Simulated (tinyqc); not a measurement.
Gupta-type many-body potential for a metal: one step, computed by the program tinyqc.

E_i = sum_j A exp(-p (r_ij/r0 - 1)) - xi rho_i^gamma, with rho_i = sum_j exp(-2 q (r_ij/r0 - 1)); gamma = 1/2 is the tight-binding second-moment form. The crystal is fcc unless stated; d is the neighbour distance and a fixed number of shells is kept.

Question. Equilibrium of the fcc crystal. fcc shells: d sqrt(k), k = 1..5, with 12, 6, 24, 12, 24 atoms; Omega = d^3/sqrt2. Equilibrium: dE/dd = 0; B = d^2 E''(d)/(9 Omega).

Inputs (values chosen for the exercise, modelled on gold):
```
quantity                  value      unit
repulsion A               0.208        eV
hopping xi                 1.76        eV
decay p                    10.4         -
decay q                    4.05         -
reference distance r0     2.884  angstrom
shells kept                   1         -
embedding exponent gamma    0.5         -
```

Constants: 1 eV/angstrom^3 = 160.2176634 GPa.

Give: neighbour distance d; lattice constant; cohesive energy E_c; bulk modulus B.

Answer.

neighbour distance d = 2.907 angstrom

lattice constant = 4.111 angstrom

cohesive energy E_c = 3.606 eV

bulk modulus B = 158.2 GPa
